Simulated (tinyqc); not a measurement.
Inputs raised by 5 %, one at a time: Heisenberg magnet: exchange from energy differences, ordering vector, linear spin waves and ordering temperature. Computed by tinyqc, a small Python program. Command: `OMP_NUM_THREADS=1 python tinyqc.py 3015203 3015204 out.jsonl magnon sens`. One thread of a shared host (Intel(R) Xeon(R) Processor @ 2.30GHz), about 2 s of CPU time with the checks.

H = -sum over pairs <ij> J_ij S_i.S_j - K sum_i (S_i^z)^2, each pair once, J > 0 ferromagnetic. First neighbours: 8 at a (0.5, 0.5, 0.5), second: 6 at a (1, 0, 0), with all permutations and signs.

Inputs (values chosen for the exercise, for a model magnet):
```
quantity                 value      unit
exchange J1              0.684       meV
exchange J2              0.029       meV
spin S                       2         -
single-ion anisotropy K  0.012       meV
lattice constant a        5.41  angstrom
mesh divisions n            24         -
temperature T               24         K
```

Lattice: bcc. Order: ferromagnetic.

Constants: k_B = 8.617333262e-05 eV/K.

Method:
- g_s(q) = sum over shell s of cos(q.R), z1 = g1(0). E(q) = S [J(0) - J(q)] + (2S - 1) K, J(q) = J1 g1 + J2 g2. The factor 2S - 1 removes the anisotropy for S = 1/2.
- sum R_x^2 over the shells is s1 = 2 a^2 and s2 = 2 a^2. E = gap + D q^2 with D = (S/2)(J1 s1 + J2 s2) and gap = (2S - 1) K.
- J(q) = J1 g1(q) + J2 g2(q), g_s(q) = sum over shell s of cos(q.R).
- Mesh: q = sum_i (m_i + 1/2)/n b_i, m_i = 0..n-1, b = [[0, 1, 1], [1, 0, 1], [1, 1, 0]] in 2 pi/a; <..> is the mean over the mesh.
- n = 1/(exp(E/(k_B T)) - 1); no zero-point loss; thermal loss <n>; moment = S less the losses.
- K left out. Mean field: k_B T = S (S + 1) J(Q)/3 at the ordering vector Q; random-phase (Tyablikov): k_B T = [S (S + 1)/3] / <1/(J(Q) - J(q))>; Curie-Weiss theta = S (S + 1) J(0)/(3 k_B).

Runs:
```
input moved                     from       to  stiffness D (meV angstrom^2)  gap (meV)  thermal loss  random-phase ordering temperature (K)
base run                           -        -                        41.736     0.0360      0.050883                                  96.52
exchange J1 (meV)              0.684   0.7182                        43.738     0.0360      0.046808                                 101.16
exchange J2 (meV)              0.029  0.03045                        41.821     0.0360      0.050704                                  96.69
spin S                             2      2.1                        43.823     0.0384      0.046429                                 104.72
single-ion anisotropy K (meV)  0.012   0.0126                        41.736     0.0378      0.050701                                  96.52
lattice constant a (angstrom)   5.41   5.6805                        46.014     0.0360      0.050883                                  96.52
temperature T (K)                 24     25.2                        41.736     0.0360      0.055726                                  96.52
```

Exponents ln(y'/y) / ln(x'/x):
```
input                    stiffness D    gap  thermal loss  random-phase ordering temperature
exchange J1                    0.960  0.000        -1.711                              0.964
exchange J2                    0.042  0.000        -0.072                              0.038
spin S                         1.000  1.323        -1.878                              1.672
single-ion anisotropy K        0.000  1.000        -0.074                              0.000
lattice constant a             2.000  0.000         0.000                              0.000
temperature T                  0.000  0.000         1.863                              0.000
```

To which inputs is each result most sensitive?

Among the inputs moved here: stiffness D answers most in size to lattice constant a (exponent +2.000), next to spin S (+1.000); its exponent is below 0.0005 for single-ion anisotropy K, temperature T. Its exponent +1.000 in spin S: linear spin waves scale with S. Its exponent +2.000 in lattice constant a: D carries R^2. gap answers most in size to spin S (exponent +1.323), next to single-ion anisotropy K (+1.000); its exponent is below 0.0005 for exchange J1, exchange J2, lattice constant a, temperature T. Its exponent +1.000 in single-ion anisotropy K: the gap of a ferromagnet is proportional to K. thermal loss answers most in size to spin S (exponent -1.878), and about equally to temperature T (+1.863); its exponent is below 0.0005 for lattice constant a. Random-phase ordering temperature answers most in size to spin S (exponent +1.672), next to exchange J1 (+0.964); its exponent is below 0.0005 for single-ion anisotropy K, lattice constant a, temperature T.
